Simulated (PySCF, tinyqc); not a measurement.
CID on RHF in the sto-3g basis, frozen core, for Be, spin multiplicity 1, step by step. The lowest restricted solution is unstable here: a spin-polarised one lies 0.0012 hartree lower (PySCF). Computed by tinyqc, a small Python program that keeps every step (integrals from PySCF). Settings: charge = 0, multiplicity = 1, basis = sto-3g, method = RHF, frozen orbitals = 1, energy threshold = 1e-10, iteration cap = 64, orthogonalisation = symmetric, start = atomic densities, DIIS depth = 6, ci = CID. Command: `OMP_NUM_THREADS=1 python tinyqc.py 31269 31270 out.jsonl` (the two numbers bound the seeds that draw the settings). One thread of a shared host (Intel(R) Xeon(R) Processor @ 2.60GHz), about 0.06 s of CPU time with the checks. The early iterations of the SCF are left out here.

## One-electron integrals

Geometry (angstrom):
```
atom       x       y       z
Be    0.0000  0.0000  0.0000
```

Basis sto-3g: exponents (1/bohr^2) and contraction coefficients of normalised primitives:
```
element  l (shell)  exponent  coefficient
Be           s (1)   30.1679       0.1543
Be           s (1)    5.4951       0.5353
Be           s (1)    1.4872       0.4446
Be           s (2)    1.3148      -0.1000
Be           s (2)    0.3055       0.3995
Be           s (2)    0.0994       0.7001
Be           p (3)    1.3148       0.1559
Be           p (3)    0.3055       0.6077
Be           p (3)    0.0994       0.3920
```

Overlap, kinetic and nuclear-attraction integrals over the contracted functions; the nuclear repulsion is the sum of Za Zb / Rab.

nuclear repulsion = 0 hartree

overlap S, order 1Be 1s, 1Be 2s, 1Be 2px, 1Be 2py, 1Be 2pz:
```
[[1.0000, 0.2595, 0.0000, 0.0000, 0.0000],
 [0.2595, 1.0000, 0.0000, 0.0000, 0.0000],
 [0.0000, 0.0000, 1.0000, 0.0000, 0.0000],
 [0.0000, 0.0000, 0.0000, 1.0000, 0.0000],
 [0.0000, 0.0000, 0.0000, 0.0000, 1.0000]]
```

kinetic energy T (hartree), order 1Be 1s, 1Be 2s, 1Be 2px, 1Be 2py, 1Be 2pz:
```
[[6.6940, -0.0330, 0.0000, 0.0000, 0.0000],
 [-0.0330, 0.2111, 0.0000, 0.0000, 0.0000],
 [0.0000, 0.0000, 0.6606, 0.0000, 0.0000],
 [0.0000, 0.0000, 0.0000, 0.6606, 0.0000],
 [0.0000, 0.0000, 0.0000, 0.0000, 0.6606]]
```

nuclear attraction V (hartree), order 1Be 1s, 1Be 2s, 1Be 2px, 1Be 2py, 1Be 2pz:
```
[[-14.5611, -1.8992, 0.0000, 0.0000, 0.0000],
 [-1.8992, -2.3133, 0.0000, 0.0000, 0.0000],
 [0.0000, 0.0000, -2.2947, 0.0000, 0.0000],
 [0.0000, 0.0000, 0.0000, -2.2947, 0.0000],
 [0.0000, 0.0000, 0.0000, 0.0000, -2.2947]]
```

core Hamiltonian H = T + V (hartree), order 1Be 1s, 1Be 2s, 1Be 2px, 1Be 2py, 1Be 2pz:
```
[[-7.8671, -1.9323, 0.0000, 0.0000, 0.0000],
 [-1.9323, -2.1022, 0.0000, 0.0000, 0.0000],
 [0.0000, 0.0000, -1.6342, 0.0000, 0.0000],
 [0.0000, 0.0000, 0.0000, -1.6342, 0.0000],
 [0.0000, 0.0000, 0.0000, 0.0000, -1.6342]]
```

## Two-electron integrals

Functions are numbered as in S; the eight-fold symmetry (ij|kl) = (ji|kl) = (kl|ij) leaves the list below.

Two-electron integrals (ij|kl) in chemists' order, unique and non-zero (hartree):
```
(11|11) 2.2988   (21|11) 0.3920   (21|21) 0.0795   (22|11) 0.5710
(22|21) 0.1430   (22|22) 0.4177   (31|31) 0.0146   (32|31) 0.0219
(32|32) 0.0923   (33|11) 0.5696   (33|21) 0.1431   (33|22) 0.4176
(33|33) 0.4499   (41|41) 0.0146   (42|41) 0.0219   (42|42) 0.0923
(43|43) 0.0242   (44|11) 0.5696   (44|21) 0.1431   (44|22) 0.4176
(44|33) 0.4014   (44|44) 0.4499   (51|51) 0.0146   (52|51) 0.0219
(52|52) 0.0923   (53|53) 0.0242   (54|54) 0.0242   (55|11) 0.5696
(55|21) 0.1431   (55|22) 0.4176   (55|33) 0.4014   (55|44) 0.4014
(55|55) 0.4499
```

## Orthogonalisation

S = U s U^T; symmetric (Loewdin) form X = U s^(-1/2) U^T, so that X^T S X = 1.

eigenvalues of S: [0.7405, 1.0000, 1.0000, 1.0000, 1.2595]

X, order 1Be 1s, 1Be 2s, 1Be 2px, 1Be 2py, 1Be 2pz:
```
[[1.0266, -0.1355, 0.0000, 0.0000, 0.0000],
 [-0.1355, 1.0266, 0.0000, 0.0000, 0.0000],
 [0.0000, 0.0000, 1.0000, 0.0000, 0.0000],
 [0.0000, 0.0000, 0.0000, 1.0000, 0.0000],
 [0.0000, 0.0000, 0.0000, 0.0000, 1.0000]]
```

## Iteration 3 (converged): orbitals

converged F (hartree), order 1Be 1s, 1Be 2s, 1Be 2px, 1Be 2py, 1Be 2pz:
```
[[-4.4813, -1.2661, 0.0000, 0.0000, 0.0000],
 [-1.2661, -0.5948, 0.0000, 0.0000, 0.0000],
 [0.0000, 0.0000, 0.2211, 0.0000, 0.0000],
 [0.0000, 0.0000, 0.0000, 0.2211, 0.0000],
 [0.0000, 0.0000, 0.0000, 0.0000, 0.2211]]
```

Diagonalise F' = X^T F X, C = X C', fill 2 alpha and 2 beta electrons from the bottom; D = 2 C_occ C_occ^T. Each column has its largest component positive (the first on a tie).

F' = X^T F X (hartree):
```
[[-4.3812, -0.6513, 0.0000, 0.0000, 0.0000],
 [-0.6513, -0.3568, 0.0000, 0.0000, 0.0000],
 [0.0000, 0.0000, 0.2211, 0.0000, 0.0000],
 [0.0000, 0.0000, 0.0000, 0.2211, 0.0000],
 [0.0000, 0.0000, 0.0000, 0.0000, 0.2211]]
```

orbital energies (hartree): [-4.4840, -0.2540, 0.2211, 0.2211, 0.2211]

coefficients C, order 1Be 1s, 1Be 2s, 1Be 2px, 1Be 2py, 1Be 2pz:
```
[[0.9929, -0.2939, 0.0000, 0.0000, 0.0000],
 [0.0261, 1.0351, 0.0000, 0.0000, 0.0000],
 [0.0000, 0.0000, 1.0000, 0.0000, 0.0000],
 [0.0000, 0.0000, 0.0000, 1.0000, 0.0000],
 [0.0000, 0.0000, 0.0000, 0.0000, 1.0000]]
```

D after iteration 3, order 1Be 1s, 1Be 2s, 1Be 2px, 1Be 2py, 1Be 2pz:
```
[[2.1444, -0.5565, 0.0000, 0.0000, 0.0000],
 [-0.5565, 2.1444, 0.0000, 0.0000, 0.0000],
 [0.0000, 0.0000, 0.0000, 0.0000, 0.0000],
 [0.0000, 0.0000, 0.0000, 0.0000, 0.0000],
 [0.0000, 0.0000, 0.0000, 0.0000, 0.0000]]
```

Within a degenerate level the vectors are fixed only up to a rotation; this is one choice.

## Convergence

Stop when the energy changes by less than 1e-10 hartree and every element of the error matrix X^T (F D S - S D F) X is below 3e-06.

Course of the cycle:
```
iteration  E (hartree)    change  largest element of the error matrix
1           -14.440986         -                             1.44e-02
2           -14.351880  8.91e-02                             2.34e-16
3           -14.351880    0.0000                             1.69e-15
```

PySCF RHF in the same basis = -14.351880 hartree

Converged in 3 iterations.

## Integrals over molecular orbitals

(pq|rs) = sum C_ip C_jq C_kr C_ls (ij|kl), one index at a time.

one-electron integrals over orbitals h = C^T H C (hartree):
```
[[-7.8575, 0.2676, 0.0000, 0.0000, 0.0000],
 [0.2676, -1.7564, 0.0000, 0.0000, 0.0000],
 [0.0000, 0.0000, -1.6342, 0.0000, 0.0000],
 [0.0000, 0.0000, 0.0000, -1.6342, 0.0000],
 [0.0000, 0.0000, 0.0000, 0.0000, -1.6342]]
```

Two-electron integrals over orbitals (pq|rs), unique and non-zero (hartree); the lowest 1 orbital is frozen and left out:
```
(22|22) 0.4041   (32|32) 0.0868   (33|22) 0.4096   (33|33) 0.4499
(42|42) 0.0868   (43|43) 0.0242   (44|22) 0.4096   (44|33) 0.4014
(44|44) 0.4499   (52|52) 0.0868   (53|53) 0.0242   (54|54) 0.0242
(55|22) 0.4096   (55|33) 0.4014   (55|44) 0.4014   (55|55) 0.4499
```

## CID: determinants and Hamiltonian

one-electron integrals dressed by the frozen orbital, h + 2 (pq|11) - (p1|1q) (hartree), order 2, 3, 4, 5:
```
[[-0.6582, 0.0000, 0.0000, 0.0000],
 [0.0000, -0.5113, 0.0000, 0.0000],
 [0.0000, 0.0000, -0.5113, 0.0000],
 [0.0000, 0.0000, 0.0000, -0.5113]]
```

energy of the frozen orbital, 2 h_11 + (11|11) = -13.439667 hartree

Hartree-Fock energy = -14.351880 hartree

Slater-Condon rules over spin orbitals, with the nuclear repulsion and the energy of the frozen orbital added and E(HF) subtracted on the diagonal.

Occupation strings over the orbitals (2 doubly, a alpha, b beta, 0 empty; spin orbitals ordered 1a 1b 2a 2b ...): 22000 20200 20ab0 20a0b 20ba0 20020 200ab 20b0a 200ba 20002

H - E(HF) between determinants (hartree), order 22000, 20200, 20ab0, 20a0b, 20ba0, 20020, 200ab, 20b0a, 200ba, 20002:
```
[[0.0000, 0.0868, 0.0000, 0.0000, 0.0000, 0.0868, 0.0000, 0.0000, 0.0000, 0.0868],
 [0.0868, 0.3395, 0.0000, 0.0000, 0.0000, 0.0242, 0.0000, 0.0000, 0.0000, 0.0242],
 [0.0000, 0.0000, 0.2910, 0.0000, -0.0242, 0.0000, 0.0000, 0.0000, 0.0000, 0.0000],
 [0.0000, 0.0000, 0.0000, 0.2910, 0.0000, 0.0000, 0.0000, -0.0242, 0.0000, 0.0000],
 [0.0000, 0.0000, -0.0242, 0.0000, 0.2910, 0.0000, 0.0000, 0.0000, 0.0000, 0.0000],
 [0.0868, 0.0242, 0.0000, 0.0000, 0.0000, 0.3395, 0.0000, 0.0000, 0.0000, 0.0242],
 [0.0000, 0.0000, 0.0000, 0.0000, 0.0000, 0.0000, 0.2910, 0.0000, -0.0242, 0.0000],
 [0.0000, 0.0000, 0.0000, -0.0242, 0.0000, 0.0000, 0.0000, 0.2910, 0.0000, 0.0000],
 [0.0000, 0.0000, 0.0000, 0.0000, 0.0000, 0.0000, -0.0242, 0.0000, 0.2910, 0.0000],
 [0.0868, 0.0242, 0.0000, 0.0000, 0.0000, 0.0242, 0.0000, 0.0000, 0.0000, 0.3395]]
```

## CID: roots

Diagonalise (each vector has its largest component positive (the first on a tie)); all determinants have Ms = 0, so triplets appear too. The lowest singlet root is the correlation energy.

lowest roots of this matrix, relative to E(HF) (hartree): [-0.0514, 0.2667, 0.2667, 0.2667, 0.3152, 0.3152, 0.3152, 0.3152]

lowest vectors, order 22000, 20200, 20ab0, 20a0b, 20ba0, 20020, 200ab, 20b0a, 200ba, 20002:
```
[[0.9461, 0.0000, 0.0000, 0.0000],
 [-0.1869, 0.0000, 0.0000, 0.0000],
 [0.0000, 0.0000, 0.0000, 0.7071],
 [0.0000, 0.0000, 0.7071, 0.0000],
 [0.0000, 0.0000, 0.0000, 0.7071],
 [-0.1869, 0.0000, 0.0000, 0.0000],
 [0.0000, 0.7071, 0.0000, 0.0000],
 [0.0000, 0.0000, 0.7071, 0.0000],
 [0.0000, 0.7071, 0.0000, 0.0000],
 [-0.1869, 0.0000, 0.0000, 0.0000]]
```

<S^2> of these roots: [0.0000, 2.0000, 2.0000, 2.0000, 0.0000, 0.0000, 0.0000, 0.0000]

weight of the ground state by excitation level 0, 1, 2, ...: [0.8952, 0.0000, 0.1048]

Within a degenerate level the vectors are fixed only up to a rotation; this is one choice.

The reference has a weight of only 0.90: one determinant is a poor start here.
